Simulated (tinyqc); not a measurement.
# Thermionic-field emission through a Schottky barrier, WKB, step by step

tinyqc, about 0.05 s, one thread, Intel Xeon 2.30GHz (shared host): `OMP_NUM_THREADS=1 python tinyqc.py 2640118 2640119 out.jsonl` Printed values are rounded.

Metal on an n-type semiconductor with one parabolic valley; V > 0 is forward bias (metal positive). Energies E are counted from the conduction edge of the neutral semiconductor, whose Fermi level lies at -xi; that of the metal lies at -xi - V. The barrier is a parabola of height Vd = phi - xi - V (depletion approximation, no image force).

Values chosen for this exercise; band and dielectric values close to those of silicon:
- T = 400 K (temperature)
- me = 0.261 m0 (electron mass)
- eps_r = 11.7 (relative permittivity)
- phi = 0.42 eV (barrier height seen from the metal)
- Nd = 9.8e17 cm^-3 (donor density)
- V = 0.11 V (bias)
- nE = 13 (points of the energy grid)
- Eb = 0.46 eV (upper end of the energy grid)

Constants: q = 1.602176634e-19 C, kB = 1.380649e-23 J/K, hbar = 1.054571817e-34 J s, h = 6.62607015e-34 J s, m0 = 9.1093837015e-31 kg, Vt = kB T/q, eps0 = 8.8541878128e-14 F/cm where lengths are in cm. Results are converted to the units shown.

Range of the model: One isotropic valley is assumed; bands with several valleys have a larger Richardson constant and Nc. The depletion approximation, a parabolic band and the neglect of image-force lowering make these currents estimates at high doping.

## Fermi level, barrier and E00

Nc = 2 (2 pi me m0 kB T/h^2)^1.5 (times 1e-6 for cm^-3); Nd = Nc F12(-xi/Vt), F12(x) = (2/sqrt(pi)) int_0^infinity sqrt(u)/(1 + exp(u - x)) du; E00 = (hbar/2) sqrt(Nd/(me m0 eps0 eps_r)) in SI units (volts). W = sqrt(2 eps0 eps_r Vd/(q Nd)).

Nc = 5.15159e18 cm^-3
xi = 0.0548899 eV
Vd = 0.255110 V
W = 18.3475 nm
E00 = 10.5179 meV
E00/Vt = 0.305137

By a common rule of thumb, E00/Vt below 0.5 marks thermionic emission, 0.5 to 5 thermionic-field emission and above 5 field emission. By that rule alone: thermionic emission; with a high barrier, tunnelling near its top can carry most of the current even below 0.5.

## Current density on a coarse grid

For E < Vd, ln T(E) = -(Vd/E00) [sqrt(1 - y) - y ln((1 + sqrt(1 - y))/sqrt(y))], y = E/Vd; T(E) = 1 above. J = A* T (q/kB) int_0^infinity T(E) N(E) dE, N = ln[(1 + exp((-xi - E)/Vt))/(1 + exp((-xi - V - E)/Vt))], A* = 4 pi q me m0 kB^2/h^3 (times 1e-4 for A/(cm^2 K^2)). Simpson's rule on nE equally spaced points from 0 to Eb.

```
point    E (eV)         T(E)           N       T(E) N
0      0.000000  2.92555e-11    0.176846  5.17372e-12
1      0.038333   6.66589e-8   0.0620118   4.13364e-9
2      0.076667   1.04000e-5   0.0208590   2.16933e-7
3      0.115000   5.22768e-4  0.00691216   3.61346e-6
4      0.153333    0.0114240  0.00227892   2.60344e-5
5      0.191667     0.120331  7.50085e-4   9.02585e-5
6      0.230000     0.600735  2.46746e-4   1.48229e-4
7      0.268333            1  8.11542e-5   8.11542e-5
8      0.306667            1  2.66898e-5   2.66898e-5
9      0.345000            1  8.77749e-6   8.77749e-6
10     0.383333            1  2.88664e-6   2.88664e-6
11     0.421667            1  9.49325e-7   9.49325e-7
12     0.460000            1  3.12202e-7   3.12202e-7
```

J = 2134.65 A/cm^2

The integrand peaks at E = 0.230 eV among these points, 0.90 of the barrier height. A converged quadrature gives 2189 A/cm^2 (this grid is 2.5 % below that), of which 27 % passes over the barrier.
